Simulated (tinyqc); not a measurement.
Berg model of reactive sputtering of a nitride or oxide: poisoning, hysteresis and pumping speed: one step, computed by the program tinyqc. Command: `OMP_NUM_THREADS=1 python tinyqc.py 3027694 3027695 out.jsonl berg walk`. One thread of a shared host (Intel(R) Xeon(R) Processor @ 2.30GHz), about 0.02 s of CPU time with the checks.

A diatomic gas reacts with bare metal on the target and on the collecting surfaces; ions remove metal and compound from the target. theta_t and theta_c are the compound fractions.

Problem. Steady state at the pressure P. Ion flux j = J/e; gas flux F = P/sqrt(2 pi M k_B T). Target: (2/z) alpha F (1 - theta_t) = j Y_c theta_t. Sputtered flows F_c = j Y_c theta_t A_t, F_m = j Y_m (1 - theta_t) A_t. Collector: (2/z) alpha F (1 - theta_c) A_c + F_c (1 - theta_c) = F_m theta_c. Gas use Q = alpha F [(1 - theta_t) A_t + (1 - theta_c) A_c] + P S/(k_B T); 1 sccm = 4.4780e17 molecules/s. Rate R = F_m + F_c, given relative to j Y_m A_t.

Inputs (values chosen for the exercise, close to those used for tantalum nitride):

| quantity | value | unit |
|---|---|---|
| ion current density J | 36 | mA/cm^2 |
| target area A_t | 68 | cm^2 |
| collecting area A_c | 2200 | cm^2 |
| metal yield Y_m | 0.6 | - |
| compound yield Y_c | 0.24 | - |
| sticking coefficient alpha | 0.4 | - |
| reactive atoms per metal atom z | 1 | - |
| gas mass M | 28 | u |
| pumping speed S | 120 | l/s |
| gas temperature T | 300 | K |
| reactive partial pressure P | 0.0037 | Pa |

Constants: e = 1.602176634e-19 C; u = 1.6605390666e-27 kg; k_B = 1.380649e-23 J/K.

Give: ion flux j; gas flux F; theta_t; theta_c; gas use; total flow Q; rate relative to clean metal.

Solution.

ion flux j = 2.247e+17 1/(cm^2 s)

gas flux F = 1.064e+16 1/(cm^2 s)

theta_t = 0.1363

theta_c = 0.7082

gas use (sccm): target 0.558, collector 6.099, pump 0.239

total flow Q = 6.896 sccm

rate relative to clean metal = 0.9182

The target is mostly metallic. The film is 70.8 % compound.
